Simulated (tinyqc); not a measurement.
# Trench capacitor in an array: capacitance, non-linearity, leakage and relaxation: effects of single changes

A film between two metal electrodes, each interface adding a series capacitance ci. The small-signal permittivity is ek (1 + aq E^2); the field is found with the linear permittivity. Leakage J = J0 sinh(E/Ef). After a voltage step the film passes a relaxation current kr C V tt^(-nr), tt being the time in seconds. The sidewall is a coaxial capacitor with radii a = dm/2 - t and b = dm/2, depth AR dm; the end face is left out.

Inputs (values chosen for the exercise); permittivity of the order of that of zirconium oxide: relative permittivity of the film ek = 33.3; film thickness t = 21 nm; capacitance of each electrode interface (dead layer and screening) ci = 31 uF/cm^2; quadratic field coefficient of the permittivity aq = 0.011 cm^2/MV^2; bias V = 1.2 V; exponent of the relaxation current nr = 0.982; strength of the relaxation kr = 0.00079; leakage prefactor J0 = 3.1e-11 A/cm^2; field for an e-fold rise of the leakage Ef = 0.44 MV/cm; diameter of the hole dm = 180 nm; aspect ratio, depth over diameter AR = 30; pitch of the square array pt = 280 nm; resistivity of the inner electrode rho = 340 uohm cm; duration of the write pulse t0 = 1e-8 s.

Constants: eps0 = 8.8541878128e-14 F/cm where lengths are in cm. Results are converted to the units shown.

Each table varies one quantity; the others keep the values above.

## Capacitance, non-linearity and leakage against thickness

Planar film: Cf = eps0 ek/t, 1/C = 1/Cf + 2/ci, EOT = 3.9 eps0/C, effective permittivity C t/eps0, E = (V/t) C/Cf; quadratic coefficient [C(V)/C - 1]/V^2 with Cf (1 + aq E^2) in C(V).

Capacitance, non-linearity and leakage against thickness:

| t (nm) | C (uF/cm^2) | EOT (nm) | effective permittivity | E (MV/cm) | quadratic coefficient (ppm/V^2) | J (A/cm^2) |
|---|---|---|---|---|---|---|
| 2.9 | 6.1398 | 0.56242 | 20.109 | 2.4988 | 28042 | 4.5370e-9 |
| 4.2 | 4.8318 | 0.71467 | 22.920 | 1.9665 | 20066 | 1.3529e-9 |
| 6.2 | 3.6391 | 0.94891 | 25.482 | 1.4811 | 12750 | 4.4842e-10 |
| 9 | 2.7044 | 1.2768 | 27.490 | 1.1007 | 7622.2 | 1.8786e-10 |
| 13 | 1.9785 | 1.7453 | 29.049 | 0.80525 | 4317.1 | 9.4150e-11 |
| 19 | 1.4106 | 2.4480 | 30.270 | 0.57410 | 2287.8 | 5.2942e-11 |
| 28 | 0.98603 | 3.5021 | 31.182 | 0.40131 | 1151.8 | 3.2360e-11 |
| 41 | 0.68725 | 5.0246 | 31.824 | 0.27971 | 571.11 | 2.1061e-11 |
| 60 | 0.47631 | 7.2498 | 32.277 | 0.19385 | 278.24 | 1.4104e-11 |

What does the table show?

C falls from 6.14 to 0.476 uF/cm^2 while the effective permittivity goes from 20.1 to 32.3 (ek = 33.3). EOT is a straight line in t with slope 3.9/ek = 0.117 and intercept 0.223 nm. The quadratic coefficient goes as t^(-0.90) between the first two rows and t^(-1.89) between the last two (-2 without interfaces), and J falls by 2.51 decades. For t = 2.9 direct tunnelling, left out, would add to the leakage.

## Cell against the film thickness

Per length 1/c = ln(b/a)/(2 pi eps0 ek) + (1/a + 1/b)/(2 pi ci); cell capacitance c AR dm; per footprint over pt^2; fields c V/(2 pi eps0 ek r) at r = a and b; resistance of the inner electrode rho AR dm/(pi a^2); time constant R C/3 of the distributed line.

Results:

| t (nm) | cell capacitance (fF) | per footprint (uF/cm^2) | field at a (MV/cm) | field at b (MV/cm) | R (kohm) | R C/3 (ps) |
|---|---|---|---|---|---|---|
| 7 | 97.128 | 123.89 | 1.4037 | 1.2945 | 0.84833 | 27.466 |
| 13 | 55.911 | 71.315 | 0.87101 | 0.74519 | 0.98569 | 18.370 |
| 17 | 42.945 | 54.776 | 0.70567 | 0.57238 | 1.0967 | 15.699 |
| 23 | 31.274 | 39.890 | 0.55991 | 0.41682 | 1.3019 | 13.572 |
| 31 | 22.282 | 28.421 | 0.45302 | 0.29698 | 1.6789 | 12.470 |
| 42 | 15.181 | 19.363 | 0.37937 | 0.20233 | 2.5365 | 12.835 |

Estimate the missing row, t = 9.4 nm.

Computed row:

| t (nm) | cell capacitance (fF) | per footprint (uF/cm^2) | field at a (MV/cm) | field at b (MV/cm) | R (kohm) | R C/3 (ps) |
|---|---|---|---|---|---|---|
| 9.4 | 75.399 | 96.172 | 1.1221 | 1.0049 | 0.89961 | 22.610 |

With this row back in the table: As t goes from 7 to 42, the cell capacitance falls from 97.1 to 15.2 fF, the capacitance per footprint falls from 124 to 19.4 uF/cm^2, the ratio of the two fields rises from 1.08 to 1.88 and R C/3 goes from 27.5 through a minimum of 12.5 (at t = 31 among the rows listed) to 12.8 ps; the time constant goes as t^(-0.66) between the first two rows and t^(0.10) between the last two.

## Charge lost after writing

Planar film: Cf = eps0 ek/t, 1/C = 1/Cf + 2/ci, EOT = 3.9 eps0/C, effective permittivity C t/eps0, E = (V/t) C/Cf. A capacitor written for t0 and then left open loses, as a share of C V, kr (tt^(1 - nr) - t0^(1 - nr))/(1 - nr) by relaxation and J tt/(C V) by leakage; both are taken as small, and rows far outside that range are left out.

The same in every row: leakage current (nA/cm^2) = 0.046281.

Charge lost after writing:

| tt (s) | relaxation current (nA/cm^2) | loss by relaxation (%) | loss by leakage (%) | total loss (%) |
|---|---|---|---|---|
| 1e-6 | 9.5175e5 | 0.27227 | 2.9957e-9 | 0.27227 |
| 1e-5 | 99203 | 0.41710 | 2.9957e-8 | 0.41710 |
| 0.0001 | 10340 | 0.56807 | 2.9957e-7 | 0.56807 |
| 0.001 | 1077.8 | 0.72542 | 2.9957e-6 | 0.72542 |
| 0.01 | 112.34 | 0.88943 | 2.9957e-5 | 0.88946 |
| 0.1 | 11.709 | 1.0604 | 2.9957e-4 | 1.0607 |
| 1 | 1.2205 | 1.2386 | 0.0029957 | 1.2416 |
| 10 | 0.12721 | 1.4243 | 0.029957 | 1.4543 |
| 100 | 0.013259 | 1.6179 | 0.29957 | 1.9175 |
| 1000 | 0.0013820 | 1.8197 | 2.9957 | 4.8154 |

The two currents are equal at tt = 28.0 s. The loss by relaxation grows from 0.272 to 1.82 %, by 0.145 points over the first decade and 0.202 over the last, while the loss by leakage grows tenfold a decade. Leakage is the larger loss for tt = 1000 s.

tinyqc, about 0.01 s, one thread, Intel Xeon 2.30GHz (shared host): `OMP_NUM_THREADS=1 python tinyqc.py 2102031 2102032 out.jsonl`
